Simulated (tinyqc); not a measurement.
Complex band structure along [001] in sp3s* tight binding, step by step. Values are carried at full precision from step to step, so a last printed digit may differ when a step is redone from the rounded ones.

For k = (0, 0, kz) the phase sums are g0 = cos(phi) and g3 = i sin(phi), phi = kz a/4, and the s, pz, s* orbitals of anion (a) and cation (c) decouple from px, py. With z = exp(i phi), H(z) = H0 + z T + T^T/z for any complex z. H0 is diagonal (Esa, Epa, Exa, Esc, Epc, Exc). The anion-cation block is B(z) = z U + W/z and the cation-anion block z W^T + U^T/z, where U has Vss/2 (s,s), Vsapc/2 (s,z), -Vscpa/2 (z,s), Vxx/2 (z,z), Vxapc/2 (s*,z), -Vpaxc/2 (z,s*), and W has the same values with the s-z and s*-z signs reversed. |z| = 1 is a band state, |z| < 1 decays along [001] as exp(-kappa d) over a distance d, kappa = -(4/a) ln|z|. No spin-orbit coupling.

Parameters, chosen for this exercise (out of a larger set: near a published set for GaP, fitted to gaps, whose masses and valley positions are rough (light masses up to twice too heavy); not measured data):
- p = (-8.049, 1.131, -2.18, 4.118, 8.458, 7.17, -7.437, 2.165, 5.097, 4.31, 6.338, 4.679, 5.128) eV (order Esa, Epa, Esc, Epc, Exa, Exc, Vss, Vxx, Vxy, Vsapc, Vscpa, Vxapc, Vpaxc)
- dE = 1.37 eV (E - Ev)
- a = 5.446 angstrom (lattice constant)

## The layer matrices

Parameters in the order Esa, Epa, Esc, Epc, Exa, Exc, Vss, Vxx, Vxy, Vsapc, Vscpa, Vxapc, Vpaxc. Form H0 and T.

diagonal of H0 (eV): sa -8.0490, za 1.1310, s*a 8.4580, sc -2.1800, zc 4.1180, s*c 7.1700

T (eV):
```
          sa      za      s*a       sc      zc      s*c
sa    0.0000  0.0000   0.0000  -3.7185  2.1550   0.0000
za    0.0000  0.0000   0.0000  -3.1690  1.0825  -2.5640
s*a   0.0000  0.0000   0.0000   0.0000  2.3395   0.0000
sc   -3.7185  3.1690   0.0000   0.0000  0.0000   0.0000
zc   -2.1550  1.0825  -2.3395   0.0000  0.0000   0.0000
s*c   0.0000  2.5640   0.0000   0.0000  0.0000   0.0000
```

## Edges at Gamma

At z = 1 the levels follow from the blocks [[Esa, Vss], [Vss, Esc]] and [[Epa, Vxx], [Vxx, Epc]]: Ev is the lower p root, and the direct gap ends at the lower of the upper roots.

Ev = -0.0057 eV
EG (direct gap) = 2.8862 eV

## Complex wave vectors at one energy in the gap

Solve det(H0 - E + z T + T^T/z) = 0 with E = Ev + dE, as the linear problem [[0, 1], [-T^T, E - H0]] x = z [[1, 0], [0, T]] x. Roots come as z, -z, 1/z and conjugates; list those with 0 < |z| < 1 and Re z, Im z >= 0, by falling |z|. Re kz = arg(z)/(pi/2) in units of 2 pi/a, kappa = -(4/a) ln|z|.

Decaying roots:

| Re z | Im z | \|z\| | Re kz (2 pi/a) | kappa (1/angstrom) |
|---|---|---|---|---|
| 0.7827 | 0.0000 | 0.7827 | 0.0000 | 0.1800 |
| 0.1035 | 0.4750 | 0.4862 | 0.8634 | 0.5297 |

The slowest root has kappa = 0.1800 1/angstrom at Re kz = 0.000: a purely imaginary k at Gamma. The probability falls by exp(-2 kappa d), a factor 36.6 over 1 nm.

## The px, py block

For px and py the determinant gives (E - Epa)(E - Epc) = Vxx^2 cos^2(phi) + Vxy^2 sin^2(phi). With phi = i kappa a/4 this is sinh^2(kappa a/4) = ((E - Epa)(E - Epc) - Vxx^2)/(Vxx^2 - Vxy^2), E = Ev + dE. Parameters in the order Esa, Epa, Esc, Epc, Exa, Exc, Vss, Vxx, Vxy, Vsapc, Vscpa, Vxapc, Vpaxc.

sinh^2(kappa a/4) = 0.25031
kappa of the heavy-hole branch = 0.3536 1/angstrom

This branch decays faster than the slowest root of the s-pz block (0.1800), by a factor 1.96 in kappa.

## Checks

- Largest distance of a level of the 6 x 6 block at kz = 0.37 (2 pi/a) from a level of the full matrix, against zero (eV): both 0.000000.

Computed by tinyqc, a small Python program: `OMP_NUM_THREADS=1 python tinyqc.py 1480707 1480708 out.jsonl` (the numbers bound the seed that draws the inputs); one thread of a shared host (Intel(R) Xeon(R) Processor @ 2.30GHz), about 0.01 s for the whole set of steps.
